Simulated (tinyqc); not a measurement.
# Worked calculation: tunnelling through a two-layer gate stack, WKB transmission and Tsu-Esaki current

Program tinyqc, `OMP_NUM_THREADS=1 python tinyqc.py 2540162 2540163 out.jsonl`; Intel Xeon 2.30GHz, shared host, one thread, about 0.03 s. Printed values are rounded.

Electrons leave the emitter at x = 0. Energies E (motion across the layers) are in eV from the emitter Fermi level; the collector Fermi level lies at -V and offers states at every E. No charge in the dielectric and no image force: F1 = V/(t1 + t2 eps1/eps2), F2 = F1 eps1/eps2; U = phi1 - F1 x in layer 1 and phi2 - F1 t1 - F2 (x - t1) in layer 2. With C = hbar^2/(2 m0), kappa = sqrt(m (U - E)/C) where U > E and 0 elsewhere; T(E) = exp(-S), S = 2 times the integral of kappa over x.

Parameters, values chosen for the exercise; layer 1 close to silicon dioxide, layer 2 close to hafnium oxide: temperature T = 300 K; Fermi energy of the emitter above its band bottom Ef = 0.23 eV; emitter mass in the supply function me = 1 m0; barrier of layer 1 above the emitter Fermi level at zero bias phi1 = 3.1 eV; tunnelling mass of layer 1 m1 = 0.52 m0; thickness of layer 1 t1 = 0.6 nm; relative permittivity of layer 1 eps1 = 4.05; barrier of layer 2 at zero bias phi2 = 1.44 eV; tunnelling mass of layer 2 m2 = 0.2 m0; thickness of layer 2 t2 = 2.5 nm; relative permittivity of layer 2 eps2 = 21; voltage across the dielectric V = 0.5 V; energy of the electron followed E = 0 eV; cells in each layer nc = 6; lower end of the energy grid Ea = -0.23 eV; upper end of the energy grid Eb = 0.28 eV; points of the energy grid nE = 13.

Constants: q = 1.602176634e-19 C, kB = 1.380649e-23 J/K, hbar = 1.054571817e-34 J s, m0 = 9.1093837015e-31 kg, Vt = kB T/q, hbar^2/(2 m0) = 0.0380998212 eV nm^2. Results are converted to the units shown.

Range of the model: A layer thinner than 0.8 nm holds only a few atomic planes, where an effective mass is a rough description.

## Fields and band edges

F1 = V/(t1 + t2 eps1/eps2), F2 = F1 eps1/eps2; U = phi1 - F1 x in layer 1 and phi2 - F1 t1 - F2 (x - t1) in layer 2. EOT = 3.9 (t1/eps1 + t2/eps2).

F1 = 4.62046 MV/cm
F2 = 0.891089 MV/cm
U at the end of layer 1 = 2.82277 eV
U at the start of layer 2 = 1.16277 eV
U at the end of layer 2 = 0.94 eV
EOT = 1.04206 nm

## WKB exponent by the midpoint rule

Cut each layer into nc equal cells, take U and kappa at the cell centres, and sum S = 2 sum kappa h.

| cell | x (nm) | U (eV) | kappa (1/nm) |
|---|---|---|---|
| 0 | 0.05000 | 3.07690 | 6.48032 |
| 1 | 0.15000 | 3.03069 | 6.43148 |
| 2 | 0.25000 | 2.98449 | 6.38227 |
| 3 | 0.35000 | 2.93828 | 6.33267 |
| 4 | 0.45000 | 2.89208 | 6.28269 |
| 5 | 0.55000 | 2.84587 | 6.23230 |
| 6 | 0.80833 | 1.14421 | 2.45079 |
| 7 | 1.22500 | 1.10708 | 2.41070 |
| 8 | 1.64167 | 1.06995 | 2.36993 |
| 9 | 2.05833 | 1.03282 | 2.32845 |
| 10 | 2.47500 | 0.99569 | 2.28621 |
| 11 | 2.89167 | 0.95856 | 2.24318 |

S = 19.3694
T(E) = 3.87240e-9

## WKB exponent in closed form

Each layer adds (2/F) sqrt(m/C) [G(u at its left edge) - G(u at its right edge)] to S, with u = U - E (0 where negative) and G(u) = (2/3) u^1.5. The slope follows from 1/d = -dS/dE.

S = 19.3692
T(E) = 3.87307e-9
energy d over which T(E) grows by a factor e = 0.14530 eV

The midpoint rule gives S = 19.369, so its T(E) is 0.017 % below this value. The band edge stays above E through the whole stack: direct tunnelling through a trapezoid.

## Current density on a coarse energy grid

J = J0 times the integral of T(E) N(E) dE, N = ln[(1 + exp(-E/Vt))/(1 + exp((-E - V)/Vt))], J0 = q^2 me m0 kB T/(2 pi^2 hbar^3) (times 1e-4 for A/cm^2 per eV), by Simpson's rule on nE equally spaced points from Ea to Eb.

| point | E (eV) | T(E) | N | T(E) N |
|---|---|---|---|---|
| 0 | -0.230000 | 8.52583e-10 | 8.89690 | 7.58535e-9 |
| 1 | -0.187500 | 1.11686e-9 | 7.25353 | 8.10114e-9 |
| 2 | -0.145000 | 1.46910e-9 | 5.61251 | 8.24532e-9 |
| 3 | -0.102500 | 1.94084e-9 | 3.98367 | 7.73167e-9 |
| 4 | -0.060000 | 2.57582e-9 | 2.41456 | 6.21949e-9 |
| 5 | -0.017500 | 3.43509e-9 | 1.08783 | 3.73680e-9 |
| 6 | 0.025000 | 4.60445e-9 | 0.322232 | 1.48370e-9 |
| 7 | 0.067500 | 6.20537e-9 | 0.0708869 | 4.39880e-10 |
| 8 | 0.110000 | 8.41118e-9 | 0.0140935 | 1.18543e-10 |
| 9 | 0.152500 | 1.14712e-8 | 0.00273853 | 3.14144e-11 |
| 10 | 0.195000 | 1.57475e-8 | 5.29699e-4 | 8.34144e-12 |
| 11 | 0.237500 | 2.17706e-8 | 1.02365e-4 | 2.22856e-12 |
| 12 | 0.280000 | 3.03264e-8 | 1.97789e-5 | 5.99824e-13 |

J0 = 4.18366e8 A/(cm^2 eV)
J = 0.710684 A/cm^2

The integrand peaks at E = -0.145 eV among these points. A converged quadrature from -Ef to above the barrier gives 0.7106 A/cm^2; this grid is 0.012 % above that.
